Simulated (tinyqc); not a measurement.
From exact B0 back to true volume V_0: equation-of-state fits to an energy-volume table made by a known binding curve. Computed by tinyqc, a small Python program. Command: `OMP_NUM_THREADS=1 python tinyqc.py 3010621 3010622 out.jsonl eosfit inv`. One thread of a shared host (Intel(R) Xeon(R) Processor @ 2.30GHz), about 0.04 s of CPU time with the checks.

With x = (V/V_0)^(1/3), the energy per atom is E = D [m x^-n - n x^-m]/(n - m), so that B0 = D n m/(9 V_0) and B' = (n + m + 6)/3. B' = dB/dP at P = 0.

Inputs (values chosen for the exercise, for a model crystal):
```
quantity,value,unit
cohesive energy D,2.21,eV/atom
repulsive exponent n,5,-
attractive exponent m,2,-
compression V/V_0 for the pressure test,0.75,-
```

Binding curve: Mie. Noise: added.

Constants: 1 eV/angstrom^3 = 160.2176634 GPa.

Method. B0 and B' from the formulas above; P = -dE/dV at V = c V_0 (c the compression chosen), from the curve itself.

Question. A run gave the result below. Find the true volume V_0, known to lie between 24 and 44 angstrom^3/atom.

exact B0 = 11.24067 GPa

Answer.

Each step takes the trial c = (a f_b - b f_a)/(f_b - f_a), f being the result less the target and a, b, c the logarithms of the listed values; c replaces end b, the old b replaces a if the sign of f changed, and otherwise f_a is halved.

Scan of the range:
```
true volume V_0 (angstrom^3/atom),exact B0 (GPa)
24.0,16.3926
26.6,14.7904
29.4,13.3817
32.5,12.1053
36.0,10.9284
39.8,9.8850
44.0,8.9414
```

False position (Illinois rule, in the logarithm of the input) inside the bracket:
```
step,end a,end b,trial,exact B0 (GPa)
1,32.5000,36.0000,35.0363,11.2290
2,32.5000,35.0363,34.9673,11.2512
3,35.0363,34.9673,35.0000,11.2407
4,34.9673,35.0000,35.0000,11.2407
```

Exact B0 falls at every point of a 13-point scan of the range (every second point is shown), so one value fits; it is bracketed by 32.5 and 36.0. The scan shows a pure power law with exponent -1.0000, so scaling from any one row also gives the answer directly. Answer: true volume V_0 = 35.00 angstrom^3/atom.
